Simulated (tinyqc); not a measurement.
Metal gate on a two-layer dielectric stack with fixed charge and a dipole: two steps of the calculation.

Gate, layer 2, layer 1, p-type semiconductor; x runs from the gate inwards. Charges are counted in units of +q. psi is the band bending at the surface, positive towards inversion. Classical charge, Boltzmann statistics, no interface traps.

Parameters, values chosen for the exercise; band and dielectric values close to those of silicon, layer 1 close to silicon dioxide, layer 2 close to hafnium oxide:
```
symbol,value,unit,meaning
T,250,K,temperature
Eg,1.11,eV,band gap
Nv,2.05e19,cm^-3,valence-band density of states at T
chi,4.08,eV,electron affinity
Na,1.7e16,cm^-3,acceptor density
pM,4.79,eV,work function of the gate metal
t1,1.8,nm,"thickness of layer 1, next to the semiconductor"
e1,3.92,,relative permittivity of layer 1
t2,2.4,nm,"thickness of layer 2, next to the gate"
e2,22.8,,relative permittivity of layer 2
Q1,9.1e11,cm^-2,fixed charge at the semiconductor interface
Q2,3e12,cm^-2,fixed charge between the layers
r1,0,cm^-3,uniform charge density in layer 1
r2,5.6e18,cm^-3,uniform charge density in layer 2
Vd,0,V,flat-band shift by a dipole layer between the layers
```

Constants: q = 1.602176634e-19 C, kB = 1.380649e-23 J/K, Vt = kB T/q, eps0 = 8.8541878128e-14 F/cm where lengths are in cm. Results are converted to the units shown.

Question 1. Equivalent thickness and work-function difference. EOT = 3.9 (t1/e1 + t2/e2), Cox = eps0/(t1/e1 + t2/e2); phi_ms = pM - (chi + Eg - Vt ln(Nv/Na)).

Give: EOT; Cox; share of layer 1 in the EOT; phi_ms.

Answer 1.

EOT = 2.201 nm
Cox = 1.569 uF/cm^2
share of layer 1 in the EOT = 81.35 %
phi_ms = -0.2472 V

Question 2. Flat-band voltage, term by term. Vfb = phi_ms + Vd - (q/eps0) [Q1 (t1/e1 + t2/e2) + Q2 t2/e2 + r1 (t1^2/(2 e1) + t1 t2/e2) + r2 t2^2/(2 e2)]: each charge counts with its electrical distance from the gate.

Give: terms; Vfb.

Answer 2.

terms (V): phi_ms -0.2472, dipole 0.0000, Q1 -0.0929, Q2 -0.0571, r1 0.0000, r2 -0.0128
Vfb = -0.4100 V

Apart from phi_ms the largest term is that of Q1, -92.9 mV; all charges and the dipole together move Vfb by -163 mV.

Program tinyqc, `OMP_NUM_THREADS=1 python tinyqc.py 2010081 2010082 out.jsonl`; Intel Xeon 2.30GHz, shared host, one thread, about 0.01 s.
